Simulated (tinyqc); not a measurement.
Pillar capacitor in an array: capacitance, non-linearity, leakage and relaxation: one step of the calculation.

A film between two metal electrodes, each interface adding a series capacitance ci. The small-signal permittivity is ek (1 + aq E^2); the field is found with the linear permittivity. Leakage J = J0 sinh(E/Ef). After a voltage step the film passes a relaxation current kr C V tt^(-nr), tt being the time in seconds. The sidewall is a coaxial capacitor with radii a = dm/2 and b = dm/2 + t, depth AR dm; the end face is left out.

Task. Planar capacitance, field and non-linearity. Planar film: Cf = eps0 ek/t, 1/C = 1/Cf + 2/ci, EOT = 3.9 eps0/C, effective permittivity C t/eps0, E = (V/t) C/Cf; quadratic coefficient [C(V)/C - 1]/V^2 with Cf (1 + aq E^2) in C(V).

Inputs (values chosen for the exercise); permittivity of the order of that of titanium dioxide: relative permittivity of the film ek = 73; film thickness t = 11 nm; capacitance of each electrode interface (dead layer and screening) ci = 74 uF/cm^2; quadratic field coefficient of the permittivity aq = 0.018 cm^2/MV^2; bias V = 1.3 V; leakage prefactor J0 = 3.8e-11 A/cm^2; field for an e-fold rise of the leakage Ef = 0.24 MV/cm.

Constants: eps0 = 8.8541878128e-14 F/cm where lengths are in cm. Results are converted to the units shown.

Give: Cf; C; EOT; effective permittivity; E; quadratic coefficient; J.

Result.

Cf = 5.8760 uF/cm^2
C = 5.0707 uF/cm^2
EOT = 0.68100 nm
effective permittivity = 62.996
E = 1.0199 MV/cm
quadratic coefficient = 9535.4 ppm/V^2
J = 1.3309e-9 A/cm^2

The interfaces take 13.7 % of the voltage.

Numbers from tinyqc (`OMP_NUM_THREADS=1 python tinyqc.py 2102130 2102131 out.jsonl`; about 0.01 s on one thread of a shared Intel Xeon 2.30GHz).
